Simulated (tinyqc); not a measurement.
## Permittivity and interface capacitance from two thicknesses

Question. 1/C = t/(eps0 ek) + 2/ci for planar capacitors that differ only in thickness. Find ek, ci and the EOT of the interfaces, 2 x 3.9 eps0/ci.

Constants: eps0 = 8.8541878128e-14 F/cm where lengths are in cm. Results are converted to the units shown.

C at t = 3.2 and 9.5 nm (uF/cm^2): [9.7663959, 3.3329056]

Answer. 1/C is a straight line in t: the slope gives ek and the intercept 2/ci. A single thickness would give only the effective permittivity; when the interfaces are a small part of 1/C, ci needs very accurate data.

ek = 36.00
ci = 1000 uF/cm^2
EOT of the interfaces = 0.006906 nm

Program tinyqc, `OMP_NUM_THREADS=1 python tinyqc.py 2102007 2102008 out.jsonl`; Intel Xeon 2.30GHz, shared host, one thread, about 0.01 s.
